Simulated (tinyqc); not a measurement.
MOSFET with velocity saturation and source resistance: one step of the calculation.

Strong inversion, charge Q = Cox (Vg - m V) at channel potential V with Vg the gate overdrive, and drift velocity v = mu E/(1 + mu E/vsat). Integrating along the channel gives I = mu Cox (1/L)(Vg Vd - m Vd^2/2)/(1 + Vd/Vc) per width, Vc = vsat L/mu, which peaks at Vdsat. Units: I in uA/um, Rs in ohm um, so the drop over Rs is 1e-6 I Rs volts.

Task. Saturation without source resistance. Vg = Vgs - VT (0 if negative), mu = mu0/(1 + th Vg), Vc = vsat L/mu, x = sqrt(1 + 2 Vg/(m Vc)), Vdsat = 2 Vg/(m (1 + x)), Isat = Cox vsat Vg (x - 1)/(x + 1) per width. Long-channel limit: mu Cox Vg^2/(2 m L); short-channel limit: Cox vsat Vg.

Parameters, values chosen for the exercise:
```
symbol  value        unit                       meaning
Cox       1.1     uF/cm^2              gate capacitance
mu0       450  cm^2/(V s)  mobility at low gate voltage
th        0.2         1/V          mobility degradation
vsat    9.3e6        cm/s           saturation velocity
m        1.28                               body factor
VT       0.28           V                     threshold
L        0.25          um                channel length
Vgs       1.8           V                  gate voltage
```

Find: Vg; mu; Vc; Vdsat; Isat; long-channel limit; short-channel limit.

Result.

Vg = 1.520 V
mu = 345.1 cm^2/(V s)
Vc = 0.6737 V
Vdsat = 0.7595 V
Isat = 560.5 uA/um
long-channel limit = 1370 uA/um
short-channel limit = 1555 uA/um

tinyqc, about 0.01 s, one thread, Intel Xeon 2.30GHz (shared host): `OMP_NUM_THREADS=1 python tinyqc.py 2500067 2500068 out.jsonl`
